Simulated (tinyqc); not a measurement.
Threshold-voltage variability of a planar MOSFET, analytic estimates: one step of the calculation.

Three independent sources add in quadrature: random dopants in the depleted layer, metal-gate grains of two orientations, and roughness of the two gate edges acting through the roll-off VT = VT(long) - Vr exp(-L/l). These are first-order estimates: no three-dimensional electrostatics, no percolation.

Problem. Random dopants. ni = sqrt(Nc Nv) exp(-Eg/(2 Vt)), Eg in volts; Cox = 3.9 eps0/ti; Wd = sqrt(4 eps0 eps_r Vt ln(Na/ni)/(q Na)); dopants: s1 = (q/Cox) sqrt(Na Wd/(3 L W)). The slope A1 = s1 sqrt(L W); mean number of dopants Na L W Wd.

Values chosen for this exercise; material values those of a made-up semiconductor:

| symbol | value | unit | meaning |
|---|---|---|---|
| T | 300 | K | temperature |
| Eg | 0.87 | eV | band gap |
| eps_r | 12.6 |  | relative permittivity of the semiconductor |
| Nc | 3.05e19 | cm^-3 | conduction-band density of states at T |
| Nv | 2.65e19 | cm^-3 | valence-band density of states at T |
| Na | 3.9e17 | cm^-3 | channel doping |
| ti | 2.4 | nm | oxide-equivalent thickness in inversion |
| L | 45 | nm | gate length |
| W | 170 | nm | gate width |

Constants: q = 1.602176634e-19 C, kB = 1.380649e-23 J/K, Vt = kB T/q, eps0 = 8.8541878128e-14 F/cm where lengths are in cm. Results are converted to the units shown.

Give: Cox; Wd; mean number of dopants; A1; s1.

Solution.

Cox = 1.4388 uF/cm^2
Wd = 48.112 nm
mean number of dopants = 143.54
A1 = 0.88066 mV um
s1 = 10.069 mV

Counting alone, 1/sqrt(N) of the depletion voltage q Na Wd/Cox = 209 mV, would give sqrt(3) times more: dopants deep in the layer act less on the surface.

Computed by the program tinyqc: `OMP_NUM_THREADS=1 python tinyqc.py 2090034 2090035 out.jsonl`, one thread of a shared Intel Xeon 2.30GHz, about 0.01 s for the whole run.
